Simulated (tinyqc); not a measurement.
# Subthreshold parameters from three currents

Inverse problem. Far below threshold and for Vds well above Vt the virtual-source current tends to I = Cinv n Vt vx0 exp((Vgs - VT0 + dl Vds + al Vt)/(n Vt)) per width, with constant n; the three currents follow this limit. Find n, dl and VT0.

Values chosen for this exercise: temperature T = 300 K; inversion capacitance Cinv = 1.39 uF/cm^2; velocity at the virtual source vx0 = 2.33e7 cm/s; threshold shift (in units of Vt) from weak to strong inversion al = 3.5.

Constants: q = 1.602176634e-19 C, kB = 1.380649e-23 J/K, Vt = kB T/q. Results are converted to the units shown.

I at (Vgs, Vds) = (-0.2, 0.3), (-0.09, 0.3) and (-0.2, 1.1) V (nA/um): [0.035379554, 0.72332416, 0.085116189]

Solution. The first two currents differ in Vgs alone and give n; the first and third differ in Vds alone and give dl; the size of the first then gives VT0.

n = 1.410
dl = 0.04000 V/V
VT0 = 0.4500 V

Program tinyqc, `OMP_NUM_THREADS=1 python tinyqc.py 2380094 2380095 out.jsonl`; Intel Xeon 2.30GHz, shared host, one thread, about 0.01 s.
